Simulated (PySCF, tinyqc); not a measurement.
CIS on RHF in the sto-3g basis, frozen core, for BeH+, spin multiplicity 1, step by step. The lowest restricted solution is unstable here: a spin-polarised one lies 0.0167 hartree lower (PySCF). One step of it, computed by the program tinyqc.

Task: CIS matrix, singlets. A(ia,jb) = (e_a - e_i) d_ij d_ab + 2 (ia|jb) - (ij|ab).

orbital energies (hartree): MO1 -4.980905, MO2 -0.627944, MO3 -0.249926, MO4 -0.117930, MO5 -0.117930, MO6 0.060035

Two-electron integrals over orbitals (pq|rs), unique and non-zero (hartree); the lowest 1 orbital is frozen and left out:
```
(22|22) 0.437038    (32|22) -0.062457   (32|32) 0.074677    (33|22) 0.331863
(33|32) 0.027122    (33|33) 0.410711    (42|42) 0.047159    (43|42) 0.035950
(43|43) 0.046732    (44|22) 0.344817    (44|32) 0.048647    (44|33) 0.373052
(44|44) 0.449859    (52|52) 0.047159    (53|52) 0.035950    (53|53) 0.046732
(54|54) 0.024249    (55|22) 0.344817    (55|32) 0.048647    (55|33) 0.373052
(55|44) 0.401360    (55|55) 0.449859    (62|22) 0.010504    (62|32) -0.058371
(62|33) 0.002086    (62|44) -0.069849   (62|55) -0.069849   (62|62) 0.113230
(63|22) -0.056600   (63|32) 0.072103    (63|33) 0.043174    (63|44) 0.043515
(63|55) 0.043515    (63|62) -0.062688   (63|63) 0.089288    (64|42) -0.023441
(64|43) -0.005472   (64|64) 0.021314    (65|52) -0.023441   (65|53) -0.005472
(65|65) 0.021314    (66|22) 0.443442    (66|32) -0.065723   (66|33) 0.361269
(66|44) 0.348996    (66|55) 0.348996    (66|62) 0.032059    (66|63) -0.057072
(66|66) 0.476789
```

Give: CIS matrix A, singlet.

Result:

CIS matrix A, singlet (hartree):
```
        2>3    2>4    2>5     2>6
2>3   0.196  0.000  0.000  -0.060
2>4   0.000  0.260  0.000   0.000
2>5   0.000  0.000  0.260   0.000
2>6  -0.060  0.000  0.000   0.471
```
